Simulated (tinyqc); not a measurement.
# Thermophotovoltaic cell, detailed-balance limit: what changes with what

Every photon above the gap Eg makes one pair and none below is absorbed; carriers thermalise at T and move without loss. Jsc = q F Phi(Eg, Ts); the dark current is J0 = q ge Phi(Eg, T)/ERE with the Boltzmann factor exp(V/Vt). Photons below the gap return to the emitter with reflectance Rf, and the efficiency is the electrical power over the radiant power not returned (luminescence back to the emitter is not credited).

Values chosen for this exercise: cell temperature T = 350 K; emitter temperature Ts = 1800 K; share of the hemisphere filled by the emitter F = 0.76; reflectance for photons below the gap Rf = 0.99; external radiative efficiency ERE = 0.001; number of faces that emit ge = 1; band gap Eg = 1.26 eV.

Constants: q = 1.602176634e-19 C, kB = 1.380649e-23 J/K, h = 6.62607015e-34 J s, c = 299792458 m/s, Vt = kB T/q. Results are converted to the units shown.

Each table varies one quantity; the others keep the values above.

## Effect of the share of the hemisphere filled by the emitter

Photon flux above E from a black body at temperature T into a hemisphere: Phi(E, T) = A sum_k exp(-k E/th)[E^2 th/k + 2 E th^2/k^2 + 2 th^3/k^3], k = 1, 2, ..., with th = kB T/q in eV and A = 2 pi q^3/(h^3 c^2). J(V) = Jsc - J0 (exp(V/Vt) - 1); Voc = Vt ln(1 + Jsc/J0); at maximum power v = Vmp/Vt solves (1 + v) exp(v) = 1 + Jsc/J0. Pin = F sigma Ts^4, sigma = 2 pi^5 kB^4/(15 h^3 c^2). Power above the gap: Pg = F A q sum_k exp(-k Eg/th)[Eg^3 a + 3 Eg^2 a^2 + 6 Eg a^3 + 6 a^4], a = th/k at Ts; power not returned Pab = Pin - Rf (Pin - Pg). FF = Vmp Jmp/(Voc Jsc).

Effect of the share of the hemisphere filled by the emitter:
```
F     Jsc (mA/cm^2)  Voc (V)  Eg/q - Voc (V)      FF  efficiency (%)
0.1           147.7   0.7925          0.4675  0.8424           36.27
0.25          369.1   0.8202          0.4398  0.8464           37.71
0.4           590.6   0.8343          0.4257  0.8483           38.44
0.55          812.1   0.8439          0.4161  0.8496           38.95
0.7            1034   0.8512          0.4088  0.8505           39.33
0.85           1255   0.8571          0.4029  0.8513           39.63
1              1477   0.8620          0.3980  0.8519           39.89
```

As F goes from 0.1 to 1, Jsc rises from 148 to 1480 mA/cm^2, Voc rises from 0.793 to 0.862 V and the efficiency rises from 36.3 to 39.9 %.

## Effect of the reflectance for photons below the gap

Same model as above.

FF = Vmp Jmp/(Voc Jsc).

The same in every row: Jsc (mA/cm^2) = 1122.2; Voc (V) = 0.85370; Eg/q - Voc (V) = 0.40630; FF = 0.85086.

Effect of the reflectance for photons below the gap:
```
Rf    efficiency (%)
0             1.8018
0.5           3.4782
0.8           7.8741
0.9           13.606
0.95          21.392
0.98          32.578
0.99          39.455
1             50.013
```

As Rf goes from 0 to 1, Jsc stays at 1120 mA/cm^2, Voc stays at 0.854 V and the efficiency rises from 1.80 to 50.0 %. Current and voltage do not depend on Rf; only the power charged to the cell does.

## Effect of the emitter temperature

Same model as above.

FF = Vmp Jmp/(Voc Jsc).

Effect of the emitter temperature:
```
Ts (K)  Jsc (mA/cm^2)  Voc (V)  Eg/q - Voc (V)       FF  efficiency (%)
1000          0.84267  0.63671         0.62329  0.81524         0.98898
1200           11.884  0.71653         0.54347  0.83035          6.6957
1400           81.208  0.77449         0.48551  0.83974          18.972
1600           351.77  0.81871         0.44129  0.84616          31.261
1800           1122.2  0.85370         0.40630  0.85086          39.455
2000           2885.6  0.88218         0.37782  0.85446          44.281
2200           6337.2  0.90591         0.35409  0.85731          47.101
2400            12355  0.92605         0.33395  0.85964          48.769
```

What does the table show?

As Ts goes from 1000 to 2400 K, Jsc rises from 0.843 to 12400 mA/cm^2, Voc rises from 0.637 to 0.926 V and the efficiency rises from 0.989 to 48.8 %.

Numbers from tinyqc (`OMP_NUM_THREADS=1 python tinyqc.py 2820041 2820042 out.jsonl`; about 0.01 s on one thread of a shared Intel Xeon 2.30GHz).
